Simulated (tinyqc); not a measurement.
Threshold of a short bulk MOSFET: charge sharing, barrier lowering, narrow width: two steps of the calculation.

n-channel device on a p-type body, depletion approximation, full ionisation. Uniform doping N = Na. Vbi from Boltzmann statistics is rough for the degenerate source. Cox = eps0 eox/tox.

Inputs (values chosen for the exercise); band and dielectric values close to those of silicon: temperature T = 350 K; band gap Eg = 1.1 eV; relative permittivity eps_r = 11.7; conduction-band density of states at T Nc = 3.55e19 cm^-3; valence-band density of states at T Nv = 3.39e19 cm^-3; relative permittivity of the gate insulator (close to silicon dioxide) eox = 3.9; insulator thickness tox = 6 nm; channel doping Na = 4.5e17 cm^-3; source and drain doping Nsd = 1e20 cm^-3; flat-band voltage for the doping Na Vfb = -0.89 V; junction depth xj = 27 nm; body-source voltage Vbs = -0.5 V; drain-source voltage Vds = 0.5 V; gate width W = 800 nm; shape factor of the fringing depletion at the width edges xw = 1.5708; channel length L = 210 nm.

Constants: q = 1.602176634e-19 C, kB = 1.380649e-23 J/K, Vt = kB T/q, eps0 = 8.8541878128e-14 F/cm where lengths are in cm. Results are converted to the units shown.

Question 1. Long-channel threshold and scales. ni = sqrt(Nc Nv) exp(-Eg/(2 Vt)), Eg in volts; 2 pB = 2 Vt ln(N/ni); flat band Vfb - Vt ln(N/Na); Wd = sqrt(2 eps0 eps_r (2 pB - Vbs)/(q N)); body term q N Wd/Cox; long-channel VT0 = flat band + 2 pB + body term; Vbi = Vt ln(N Nsd/ni^2); scale length l = sqrt((eps_r/eox) tox Wd).

Find: N; 2 pB; flat band; Wd; body term; VT0; Vbi; l.

Answer 1.

N = 4.500e17 cm^-3
2 pB = 0.8379 V
flat band = -0.8900 V
Wd = 62.01 nm
body term = 0.7768 V
VT0 = 0.7247 V
Vbi = 1.001 V
l = 33.41 nm

Question 2. Short-channel and narrow-width shifts. Charge sharing (trapezoid; it ignores Vds): F = (xj/L)(sqrt(1 + 2 Wd/xj) - 1), lowering = body term times F. Barrier lowering: th = exp(-L/(2 l)) + 2 exp(-L/l), lowering = th [2 (Vbi - 2 pB) + Vds], DIBL = th. Narrow width: rise = body term times xw Wd/W. VT by each model = VT0 - lowering + rise.

2 pB = 0.83790492 V
Wd = 62.005964 nm
body term = 0.77677330 V
VT0 = 0.72467822 V
Vbi = 1.0008834 V
l = 33.408193 nm

Wanted: F; lowering by charge sharing; th; lowering of the barrier; DIBL; narrow-width rise; VT, charge sharing; VT, barrier lowering.

Answer 2.

F = 0.1755
lowering by charge sharing = 136.3 mV
th = 0.04688
lowering of the barrier = 38.72 mV
DIBL = 46.88 mV/V
narrow-width rise = 94.57 mV
VT, charge sharing = 0.6829 V
VT, barrier lowering = 0.7805 V

L is 6.29 scale lengths. The charge-sharing lowering is 3.52 times the barrier lowering; the first falls off as 1/L and the second exponentially. Both describe the same loss of gate control, so they are alternatives and are not added.

tinyqc, about 0.01 s, one thread, Intel Xeon 2.30GHz (shared host): `OMP_NUM_THREADS=1 python tinyqc.py 2002112 2002113 out.jsonl`
